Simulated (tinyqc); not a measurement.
Elastic strain and critical thickness of a cubic alloy layer A(1-x)B(x) on a thick substrate. From critical thickness h_c (Matthews-Blakeslee) back to fraction x of B. Computed by tinyqc, a small Python program. Command: `OMP_NUM_THREADS=1 python tinyqc.py 3025810 3025811 out.jsonl misfit inv`. One thread of a shared host (Intel(R) Xeon(R) Processor @ 2.30GHz), about 0.02 s of CPU time with the checks.

Strain is positive in tension. The layer is coherent with the substrate unless said otherwise.

Inputs (values chosen for the exercise, modelled on GaAs(1-x)P(x) on GaAs):
```
quantity                        value      unit
lattice constant a_A            5.653  angstrom
lattice constant a_B            5.451  angstrom
substrate lattice constant a_S  5.653  angstrom
start of the iteration h0/b        20         -
```

Growth plane: (111). Layer: uncapped. Misfit dislocation: edge.

C11, C12, C44 of A (GPa): 117.1  54.47  59.59

C11, C12, C44 of B (GPa): 138.4  62.48  70.49

Method:
- a = (1 - x) a_A + x a_B, the same rule for each C_ij; misfit f = (a_S - a)/a, the in-plane strain of the coherent layer.
- Voigt averages: G = (C11 - C12 + 3 C44)/5, B = (C11 + 2 C12)/3, nu = (3 B - 2 G)/(2 (3 B + G)); b = a/sqrt(2). Edge dislocation with b in the interface: cos alpha = 0, cos lambda = 1.
- Matthews-Blakeslee: h_c = A [ln(h_c/b) + 1], A = b (1 - nu cos^2 alpha)/(8 pi |f| (1 + nu) cos lambda), the factor 8 pi being that of an uncapped layer.
- Start at h0, put the right side back in, and stop when the change is below 1e-9 h or h turns negative.

Question. A run gave the result below. Find the fraction x of B, known to lie between 0.075 and 0.19.

critical thickness h_c (Matthews-Blakeslee) = 13.11691 nm

Answer.

Each step takes the trial c = (a f_b - b f_a)/(f_b - f_a), f being the result less the target and a, b, c the logarithms of the listed values; c replaces end b, the old b replaces a if the sign of f changed, and otherwise f_a is halved.

Scan of the range:
```
fraction x of B  critical thickness h_c (Matthews-Blakeslee) (nm)
0.0750                                                    24.4402
0.0876                                                    20.1125
0.1020                                                    16.5812
0.1190                                                    13.6038
0.1390                                                    11.1137
0.1630                                                     9.0038
0.1900                                                     7.3262
```

False position (Illinois rule, in the logarithm of the input) inside the bracket:
```
step     end a     end b     trial  critical thickness h_c (Matthews-Blakeslee) (nm)
1     0.119000  0.139000  0.122670                                           13.0795
2     0.119000  0.122670  0.122175                                           13.1483
3     0.122670  0.122175  0.122400                                           13.1169
4     0.122175  0.122400  0.122400                                           13.1169
5     0.122175  0.122400  0.122400                                           13.1169
6     0.122400  0.122400  0.122400                                           13.1169
```

Critical thickness h_c (Matthews-Blakeslee) falls at every point of a 13-point scan of the range (every second point is shown), so one value fits; it is bracketed by 0.119 and 0.139. Answer: fraction x of B = 0.1224.

Caution: an edge dislocation with b in the interface cannot reach it by glide, so the force balance is formal for it.
